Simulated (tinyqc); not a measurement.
p-n heterojunction, non-linear Poisson equation by Newton steps, Fermi-Dirac statistics: effect of the donor density of material 2.

One dimension, material 1 (p-type) at x < 0 and material 2 (n-type) at x > 0. Band edges: Ec = -psi in material 1 and -psi + dEc in material 2, Ev = Ec - Eg. Flat quasi-Fermi levels: 0 for holes, +V for electrons. n = Nc F((EFn - Ec)/Vt), p = Nv F((Ev - EFp)/Vt), with F(eta) = F_1/2(eta) = (2/sqrt(pi)) int_0^infinity sqrt(u) du/(1 + exp(u - eta)) (Fermi-Dirac statistics); full ionisation, no interface charge, classical densities; the doping types are chosen for the exercise.

Exact first integral: on each side D^2/(2 eps0 er) = G, G = q [Vt (nI_j - nI_b) + Vt (pI_j - pI_b) - C (psi_j - psi_b)], with C = -N1 or +N2, b the neutral end of that side, and nI, pI the densities with F_1/2 replaced by F_3/2(eta) = (4/(3 sqrt(pi))) int_0^infinity u^(3/2) du/(1 + exp(u - eta)). D is continuous, so er1 G1(psi_j) = er2 G2(psi_j) fixes psi_j. Ends from Nv1 F((-psi_L - Eg1)/Vt) = N1 and Nc2 F((V + psi_R - dEc)/Vt) = N2. D is counted positive when psi rises towards material 2. Depletion (Anderson) capacitance C^2 = q eps0 er1 er2 N1 N2/(2 (er1 N1 + er2 N2)(psi_R - psi_L)). -dD/dV is the change of the displacement at the interface with both quasi-Fermi levels flat; it is the terminal capacitance only while neither side holds an inversion layer. n_j and p_j are densities at the interface.

Inputs (values chosen for the exercise); band and dielectric values close to those of CdTe and CdS: temperature T = 400 K; band gap of material 1 Eg1 = 1.49 eV; relative permittivity of material 1 er1 = 10.3; conduction-band density of states of material 1 Nc1 = 1.25e18 cm^-3; valence-band density of states of material 1 Nv1 = 2.76e19 cm^-3; band gap of material 2 Eg2 = 2.42 eV; relative permittivity of material 2 er2 = 8.92; conduction-band density of states of material 2 Nc2 = 3.42e18 cm^-3; valence-band density of states of material 2 Nv2 = 2.83e19 cm^-3; conduction-band offset Ec2 - Ec1 dEc = -0.12 eV; acceptor density of material 1 N1 = 5.5e17 cm^-3; bias of side 1 against side 2 V = 0 V.

Constants: q = 1.602176634e-19 C, kB = 1.380649e-23 J/K, Vt = kB T/q, eps0 = 8.8541878128e-14 F/cm where lengths are in cm. Results are converted to the units shown.

Effect of the donor density of material 2:
columns A: N2 (cm^-3); B: psi_R - psi_L (V); C: psi_j - psi_L (V); D: psi_R - psi_j (V); E: D/q (cm^-2); F: n_j in 1 (cm^-3); G: p_j in 2 (cm^-3); H: -dD/dV (nF/cm^2); I: depletion C (nF/cm^2)
```
A            B         C       D         E      F        G      H      I
2.8e14  0.9109  0.005294  0.9056  4.904e10  12.24  2.872e4  4.496  4.409
6.5e14  0.9399  0.008300  0.9316  7.582e10  13.36  2.632e4  6.738  6.611
1.5e15  0.9688   0.01306  0.9557  1.167e11  15.34  2.293e4  10.07  9.886
3.6e15  0.9989   0.02122  0.9777  1.830e11  19.43  1.810e4  15.35  15.06
8.4e15   1.028   0.03455  0.9936  2.818e11  28.61  1.229e4  23.06  22.59
2e16     1.058   0.05865  0.9995  4.362e11  57.57     6108  34.87  34.05
4.7e16   1.088    0.1032  0.9845  6.635e11  209.4     1680  51.90  50.45
1.1e17   1.117    0.1892  0.9280  9.843e11   2540    138.5  75.19  72.87
```

Read the table: what changes, and by how much?

As N2 goes from 2.8e14 to 1.1e17, the total bending rises from 0.911 to 1.12 V and the sheet charge D/q rises from 4.90e10 to 9.84e11 cm^-2; the share of the bending in material 1 rises from 0.581 to 16.9 %. The capacitance departs most from the depletion formula at N2 = 1.1e17, where it is 3.2 % above it.

Numbers from tinyqc (`OMP_NUM_THREADS=1 python tinyqc.py 2040139 2040140 out.jsonl`; about 0.2 s on one thread of a shared Intel Xeon 2.30GHz).
